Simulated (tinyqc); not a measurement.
Same peak temperature, different pulse lengths: millisecond and nanosecond annealing: surface heating, thermal budget and solid-phase regrowth. Computed by tinyqc, a small Python program. Command: `OMP_NUM_THREADS=1 python tinyqc.py 3004695 3004696 out.jsonl flash walk`. One thread of a shared host (Intel(R) Xeon(R) Processor @ 2.30GHz), about 0.01 s of CPU time with the checks.

A square pulse heats the surface of a thick wafer with constant thermal properties; losses by radiation are neglected and silicon melts at 1414 C.

Inputs (values chosen for the exercise, modelled on hot silicon with arsenic):
```
quantity                    value        unit
incident fluence             32.4      J/cm^2
pulse length t_p            0.002           s
reflectance R                0.39           -
thermal conductivity k       0.27    W/(cm K)
heat capacity per volume c   2.16  J/(cm^3 K)
preheat temperature T0        600           C
dopant prefactor D0          8.64      cm^2/s
dopant activation energy E      4          eV
regrowth prefactor v0       5e+08        cm/s
regrowth energy E_v          2.68          eV
amorphous layer                30          nm
```

Source: flash lamp.

Constants: k_B = 8.617333262e-05 eV/K.

Method:
- Absorbed flux q = (1 - R) fluence/t_p; kappa = k/c. With f(z, t) = (2 q/k) sqrt(kappa t) ierfc(z/(2 sqrt(kappa t))), ierfc(x) = exp(-x^2)/sqrt(pi) - x erfc(x): T = T0 + f(z, t) during the pulse and T0 + f(z, t) - f(z, t - t_p) after it.
- At the surface the rise at the end of the pulse is 2 q sqrt(t_p/(pi k c)); the fluence that just melts the surface scales with (1414 - T0).
- Temperatures in kelvin are T(C) + 273.15.
- Integrate exp(-E/(k_B T(t))) at the surface from 0 to 10 t_p (Gauss-Legendre, 60 points in sqrt(t) up to t_p and 60 in sqrt(t - t_p) after it). (Dt) = D0 x integral with E; regrowth = v0 x integral with E_v; effective time = integral/exp(-E/(k_B T_peak)).
- For each t_p the flux is set so that the peak temperature stays the same: q sqrt(t_p) is fixed.

absorbed flux q = 9882 W/cm^2

kappa = 0.125 cm^2/s

Pulses:
```
t_p (s)   fluence (J/cm^2)  q (W/cm^2)  thermal length (um)  2 sqrt(Dt) (nm)  regrowth (nm)
1.00e-07        2.2910e-01  1.3975e+06           1.1180e+00       1.7735e-03     1.5540e-01
1.00e-06        7.2449e-01  4.4194e+05           3.5355e+00       5.6082e-03     1.5540e+00
1.00e-05        2.2910e+00  1.3975e+05           1.1180e+01       1.7735e-02     1.5540e+01
1.00e-04        7.2449e+00  4.4194e+04           3.5355e+01       5.6082e-02     1.5540e+02
3.00e-04        1.2548e+01  2.5515e+04           6.1237e+01       9.7136e-02     4.6619e+02
1.00e-03        2.2910e+01  1.3975e+04           1.1180e+02       1.7735e-01     1.5540e+03
3.00e-03        3.9682e+01  8.0686e+03           1.9365e+02       3.0717e-01     4.6619e+03
1.00e-02        7.2449e+01  4.4194e+03           3.5355e+02       5.6082e-01     1.5540e+04
```

Fluence and diffusion length grow as sqrt(t_p), regrowth as t_p. The layer of 30 nm regrows from t_p = 0.0001 s on among these rows, at a diffusion length of 0.056 nm. Caution: amorphous silicon melts some 200 to 250 K below the crystal, which matters for the short pulses that reach the peak before regrowth. Caution: the shortest pulses need a source absorbed within their thermal length, and the longest also heat the back of the wafer, which the thick-wafer formula leaves out.

Extremes, crossings and ranges named in words are read from the listed rows.
